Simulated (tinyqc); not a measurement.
# Metal-interlayer-semiconductor contact, depinning against tunnelling resistance, step by step

Computed by the program tinyqc: `OMP_NUM_THREADS=1 python tinyqc.py 2270030 2270031 out.jsonl`, one thread of a shared Intel Xeon 2.30GHz, about 0.02 s for the whole run. Printed values are rounded.

Zero bias, n-type semiconductor. Gap states at the semiconductor surface thin out as exp(-be ti), which unpins the barrier; electrons must then cross the interlayer (a rectangular barrier, no voltage drop across it) and the parabolic depleted layer, both by WKB. Energies E are counted from the Fermi level; no image force, parabolic bands.

Inputs (values chosen for the exercise); semiconductor values close to those of germanium; interlayer mass of the order of that in aluminium oxide, offset chosen freely: temperature T = 300 K; band gap Eg = 0.676 eV; relative permittivity eps_r = 16.2; electron affinity chi = 3.92 eV; conduction-band density of states at T Nc = 1.04e19 cm^-3; tunnelling mass in the semiconductor mt = 0.122 m0; Richardson mass mA = 1.09 m0; donor density Nd = 7.3e19 cm^-3; charge-neutrality level above the valence band E0 = 0.087 eV; pinning factor without interlayer S0 = 0.052; metal work function phiM = 3.94 eV; interlayer thickness ti = 0.5 nm; conduction-band offset of the interlayer above the semiconductor dE = 2.5 eV; tunnelling mass in the interlayer mi = 0.35 m0; decay constant of gap states through the interlayer be = 5.9 1/nm.

Constants: q = 1.602176634e-19 C, kB = 1.380649e-23 J/K, eps0 = 8.8541878128e-12 F/m, hbar = 1.054571817e-34 J s, h = 6.62607015e-34 J s, m0 = 9.1093837015e-31 kg, Vt = kB T/q, hbar^2/(2 m0) = 0.0380998212 eV nm^2. Results are converted to the units shown.

Range of the model: The depletion charge would drop about 0.23 V across such an interlayer (eps_r near 9) at ti = 0.5 nm and Nd = 7.3e19 cm^-3, against a band bending of 0.41 V; this model leaves that drop out.

## Pinning, barrier and scales

S = 1/(1 + (1/S0 - 1) exp(-be ti)); phiB = S (phiM - chi) + (1 - S)(Eg - E0); xi = Ec - EF deep inside, from Nd = Nc F(-xi/Vt), F(x) = (2/sqrt(pi)) int_0^infinity sqrt(u) du/(1 + exp(u - x)); band bending U = phiB - xi; E00 = (hbar/2) sqrt(Nd/(eps0 eps_r mt m0)) in volts; A = 4 pi q mA m0 kB^2/h^3.

S = 0.511720
phiB = 0.297831 eV
xi = -0.109318 eV
U = 0.407149 eV
E00 = 0.112837 eV
A = 130.989 A/(cm^2 K^2)

The interlayer moves the barrier from 0.559 eV to 0.298 eV; the unpinned limit is phiM - chi = 0.0200 eV. E00/Vt = 4.36: by the usual rule of thumb (0.5 to 5) thermionic-field emission.

## Exponents and integrand on an energy grid

E, point 0 to 12 (eV): -0.1  -0.06833  -0.03667  -0.005  0.02667  0.05833  0.09  0.12167  0.15333  0.185  0.21667  0.24833  0.28

With U = phiB - xi: for xi < E < phiB, y = (E - xi)/U and G1 = (U/E00) [sqrt(1 - y) - y ln((1 + sqrt(1 - y))/sqrt(y))], G1 = 0 above phiB; G2 = 2 ti sqrt(mi max(phiB + dE - E, 0)/C), C = hbar^2/(2 m0); f = 1/(1 + exp(E/Vt)); integrand exp(-G1 - G2) f.

```
point       G1       G2           f  integrand (1e-4)
0      3.35404  5.15952    0.979531           1.96619
1      2.76258  5.13125    0.933586           3.48263
2      2.30032  5.10283    0.805097           4.90569
3      1.90751  5.07424    0.548202           5.09104
4      1.56478  5.04549    0.262766           3.53807
5      1.26249  5.01659   0.0948070           1.77775
6      0.99485  4.98751   0.0298474           0.75301
7      0.75853  4.95825  0.00895626           0.29469
8      0.55162  4.92884  0.00264861           0.11038
9      0.37313  4.89923  7.79468e-4           0.04000
10     0.22345  4.86945  2.29089e-4           0.01407
11     0.10460  4.83950  6.73303e-5           0.00480
12     0.02224  4.80934  1.97787e-5           0.00158
```

## Contact resistivity

1/rho_c = (A T^2/Vt^2) I, with I the trapezoid sum of the integrand over the grid.

I = 6.64873e-5 eV
rho_c = 8.5265e-7 ohm cm^2

A fine grid from xi upwards gives rho_c = 8.276e-7 ohm cm^2; the coarse value is 3.0 % above it. The integrand peaks at E = -0.017 eV, and 0.0032 % of the current flows above phiB. Tunnelling through the interlayer costs a factor of 161 at this barrier height; the bare contact (ti = 0) has rho_c = 4.14e-8 ohm cm^2, so with the interlayer rho_c is 20.0 times that.
